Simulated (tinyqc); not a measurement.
# Worked calculation: reverse leakage of an n+-p junction: diffusion, generation, trap-assisted and band-to-band tunnelling

Computed by the program tinyqc: `OMP_NUM_THREADS=1 python tinyqc.py 2290108 2290109 out.jsonl`, one thread of a shared Intel Xeon 2.30GHz, about 0.01 s for the whole run. Printed values are rounded.

One-sided abrupt junction in the depletion approximation, x from the junction (0) to W on the p side, field F = F0 (1 - x/W). Flat quasi-Fermi levels, long p side. Traps generate through SRH with both lifetimes shortened by 1 + Gamma (Hurkx enhancement, form for moderate fields); band-to-band generation is local and needs a total bending above Eg.

Values chosen for this exercise; band and dielectric values close to those of silicon:
- T = 350 K (temperature)
- Eg = 1.14 eV (band gap)
- eps_r = 11.8 (relative permittivity)
- Nc = 3.55e19 cm^-3 (conduction-band density of states at T)
- Nv = 3.29e19 cm^-3 (valence-band density of states at T)
- Na = 9.6e16 cm^-3 (acceptor density of the lighter side)
- Nd = 1e20 cm^-3 (donor density of the heavier side)
- tau = 5e-8 s (SRH lifetime of both carriers at zero field)
- Et = -0.02 eV (trap level above the intrinsic level)
- mt = 0.23 m0 (tunnelling mass)
- Dn = 20 cm^2/s (electron diffusion coefficient on the lighter side)
- Ab = 3.1e14 cm^-0.5 V^-2.5 s^-1 (band-to-band prefactor)
- Bb = 1.99e7 V/cm (band-to-band field constant)
- VR = 3 V (reverse bias)

Constants: q = 1.602176634e-19 C, kB = 1.380649e-23 J/K, hbar = 1.054571817e-34 J s, m0 = 9.1093837015e-31 kg, Vt = kB T/q, eps0 = 8.8541878128e-14 F/cm where lengths are in cm. Results are converted to the units shown.

Range of the model: The n+ side is degenerate, so Vbi from Boltzmann statistics is only a guide.

## Field, scales and diffusion current

ni = sqrt(Nc Nv) exp(-Eg/(2 Vt)), Eg in volts; Vbi = Vt ln(Na Nd/ni^2); W = sqrt(2 eps0 eps_r (Vbi + VR)/(q Na)); F0 = 2 (Vbi + VR)/W; FG = sqrt(24 mt m0 (kB T)^3)/(q hbar); J_diff = q ni^2 sqrt(Dn/tau)(1 - exp(-VR/Vt))/Na.

ni = 2.11872e11 cm^-3
Vbi = 0.995191 V
W = 232.974 nm
F0 = 342.972 kV/cm
FG = 445.815 kV/cm
J_diff = 1.49836e-9 A/cm^2

## Generation rates across the layer

u = (Vbi + VR)(1 - x/W)^2, p = Na exp(-u/Vt), n = Nd exp((u - Vbi - VR)/Vt); G0 = ni^2 (1 - exp(-VR/Vt))/(tau (n + p + 2 ni cosh(Et/Vt))); Gamma = 2 sqrt(3 pi)(F/FG) exp((F/FG)^2); trap-assisted part G0 Gamma; G_bb = Ab F^2.5 exp(-Bb/F) with F in V/cm, zero unless Vbi + VR > Eg, and counted as zero under 1 cm^-3 s^-1. 13 equal steps.

```
point   x (nm)  F (kV/cm)     Gamma  G0 (cm^-3 s^-1)  G0 Gamma (cm^-3 s^-1)  G_bb (cm^-3 s^-1)
0        0.000    342.972   8.53702        8.97794e9             7.66448e10            1351.48
1       17.921    316.590   7.21973       1.08254e18             7.81568e18            8.79046
2       35.842    290.207   6.10592       1.72529e18             1.05345e19                  0
3       53.763    263.825   5.15726       1.72529e18             8.89777e18                  0
4       71.684    237.442   4.34274       1.72529e18             7.49249e18                  0
5       89.606    211.060   3.63711       1.72529e18             6.27506e18                  0
6      107.527    184.677   3.01961       1.72529e18             5.20970e18                  0
7      125.448    158.295   2.47304       1.72529e18             4.26671e18                  0
8      143.369    131.912   1.98299       1.72431e18             3.41928e18                  0
9      161.290    105.530   1.53717       1.03938e18             1.59770e18                  0
10     179.211     79.147   1.12496       1.07602e16             1.21048e16                  0
11     197.132     52.765  0.736954       2.15014e14             1.58455e14                  0
12     215.053     26.382  0.364626       2.04788e13             7.46710e12                  0
13     232.974      0.000         0       9.35197e12                      0                  0
```

## Current components

Each current is q times the trapezoid sum of its rate; J adds J_diff; J_bb under 1e-8 of the sum is given as 0.

J_SRH = 4.07979e-6 A/cm^2
J_TAT = 1.59417e-5 A/cm^2
J_bb = 0 A/cm^2
J = 2.00230e-5 A/cm^2

A fine grid gives J = 1.954e-5 A/cm^2; the coarse sum is 2.5 % above it. On the fine grid the largest part is trap-assisted tunnelling (79.4 %). The simple estimate q ni W/(2 tau cosh(Et/Vt)) is 60 % above the fine-grid J_SRH of 4.015e-6 A/cm^2, since near both edges n or p is large enough to quench generation.
